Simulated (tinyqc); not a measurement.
# MOSFET in the linear regime without short-channel effects, parameter extraction from computed curves: two studies

Inversion charge Q = Cox n Vt W0(exp((Vg - VT)/(n Vt))), W0 the Lambert function and n = nf; u = Q/Cox; mobility mu = mu0/(1 + th1 u + th2 u^2); channel resistance Rch = (L - dL)/(W mu Q); Id = Vd/(Rch + Rsd/W). Cox = eps0 eox/tox. Small Vd, no channel-length or drain effects.

Parameters, values chosen for the exercise; channel values of the order met in silicon transistors:

| symbol | value | unit | meaning |
|---|---|---|---|
| T | 300 | K | temperature |
| eox | 7.63 |  | relative permittivity of the gate insulator (close to silicon nitride) |
| tox | 12 | nm | insulator thickness |
| mu0 | 120 | cm^2/(V s) | low-field mobility |
| th1 | 0.08 | 1/V | first mobility attenuation factor |
| th2 | 0.04 | 1/V^2 | second mobility attenuation factor |
| VT | 0.68 | V | threshold voltage |
| nf | 1.14 |  | body factor |
| W | 1 | um | gate width |
| L | 0.14 | um | drawn gate length |
| dL | 0.019 | um | drawn less effective length |
| Rsd | 88 | ohm um | source plus drain resistance |
| Vd | 0.01 | V | drain voltage |

Constants: q = 1.602176634e-19 C, kB = 1.380649e-23 J/K, Vt = kB T/q, eps0 = 8.8541878128e-14 F/cm where lengths are in cm. Results are converted to the units shown.

Each table varies one quantity; the others keep the values above.

## Extraction methods against the source plus drain resistance

From the continuous curve Id(Vg): tangent at peak gm (V_ext = Vg - Id/gm); constant current Id = 0.1 uA W/L; peak of d2Id/dVg2; Y = Id/sqrt(gm) drawn through Vg = VT + 0.6 and VT + 0.8 V, with intercept VT_Y and slope s. Mobilities gm,max L/(W Cox Vd) and s^2 L/(W Cox Vd) with the drawn L. Last column: share of Rsd/W in the total resistance at VT + 0.8 V.

Extraction methods against the source plus drain resistance:

| Rsd (ohm um) | V_ext (V) | constant current (V) | second derivative (V) | VT_Y (V) | mobility from gm (cm^2/(V s)) | mobility from Y (cm^2/(V s)) | series share (%) |
|---|---|---|---|---|---|---|---|
| 0 | 0.709 | 0.853 | 0.674 | 0.734 | 119 | 132 | 0 |
| 50 | 0.706 | 0.854 | 0.673 | 0.734 | 117 | 132 | 1.80 |
| 100 | 0.703 | 0.854 | 0.673 | 0.734 | 116 | 132 | 3.53 |
| 200 | 0.699 | 0.855 | 0.673 | 0.734 | 112 | 132 | 6.83 |
| 400 | 0.692 | 0.858 | 0.672 | 0.734 | 107 | 132 | 12.8 |
| 800 | 0.684 | 0.863 | 0.671 | 0.734 | 99.4 | 132 | 22.7 |
| 1500 | 0.675 | 0.872 | 0.669 | 0.734 | 90.3 | 132 | 35.5 |

Read the table: what changes, and by how much?

The model has VT = 0.68 V and mu0 = 120 cm^2/(V s). Over the table the extracted thresholds move by 34 mV (tangent), 19 mV (constant current), 4.5 mV (second derivative), under 0.5 mV (Y function). The mobility from gm falls from 119 to 90.3 and that from Y stays near 132 cm^2/(V s). Y cancels the series resistance, which multiplies Id and sqrt(gm) by the same factor.

## Extraction methods against the drawn gate length

Same model as above.

Extraction methods against the drawn gate length:

| L (um) | V_ext (V) | constant current (V) | second derivative (V) | VT_Y (V) | mobility from gm (cm^2/(V s)) | mobility from Y (cm^2/(V s)) | series share (%) |
|---|---|---|---|---|---|---|---|
| 0.03 | 0.681 | 0.755 | 0.671 | 0.734 | 228 | 312 | 26.2 |
| 0.062 | 0.697 | 0.823 | 0.673 | 0.734 | 138 | 165 | 8.32 |
| 0.13 | 0.703 | 0.852 | 0.673 | 0.734 | 117 | 134 | 3.40 |
| 0.27 | 0.706 | 0.866 | 0.673 | 0.734 | 109 | 123 | 1.53 |
| 0.56 | 0.708 | 0.872 | 0.674 | 0.734 | 106 | 118 | 0.716 |
| 1.2 | 0.708 | 0.875 | 0.674 | 0.734 | 105 | 116 | 0.329 |
| 2.4 | 0.709 | 0.876 | 0.674 | 0.734 | 104 | 115 | 0.164 |
| 5 | 0.709 | 0.877 | 0.674 | 0.734 | 104 | 115 | 0.0783 |

The model has VT = 0.68 V and mu0 = 120 cm^2/(V s). Over the table the extracted thresholds move by 27 mV (tangent), 120 mV (constant current), 3.0 mV (second derivative), under 0.5 mV (Y function). The mobility from gm falls from 228 to 104 and that from Y falls from 312 to 115 cm^2/(V s).

Numbers from tinyqc (`OMP_NUM_THREADS=1 python tinyqc.py 2210132 2210133 out.jsonl`; about 0.01 s on one thread of a shared Intel Xeon 2.30GHz).
